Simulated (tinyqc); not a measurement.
Binary melting diagram from solution models of liquid and solid: one step, computed by the program tinyqc.

x is the fraction of B. In a phase with interaction L: mu_A = G_A + R T ln(1 - x) + L x^2, mu_B = G_B + R T ln x + L (1 - x)^2. Melting: G(liquid) - G(solid) = H (1 - T/T_m) for each pure component.

Task: The two liquidus branches. Liquid against pure solid A: T = (H_A + L_L x^2)/(H_A/T_A - R ln(1 - x)); against pure solid B: T = (H_B + L_L (1 - x)^2)/(H_B/T_B - R ln x). The higher branch is the stable one; a dash marks a branch without a positive root.

Inputs (values chosen for the exercise, for a model alloy): melting point T_A = 1505 K; melting point T_B = 970 K; heat of melting H_A = 13.3 kJ/mol; heat of melting H_B = 7 kJ/mol; liquid interaction L_L = -7 kJ/mol.

Diagram: eutectic with pure solids.

Constants: R = 8.314462618 J/(mol K).

Give: Liquidus temperatures (K).

Result:

Liquidus temperatures (K):
```
x     branch A  branch B  first solid
0.05    1433.8     21.25            A
0.15    1289.9     84.49            A
0.30    1073.5    207.23            A
0.45     860.6    352.38            A
0.60     655.1    512.92            A
0.75     459.8    682.99            B
0.90     272.7    856.35            B
0.97     176.7    936.27            B
```
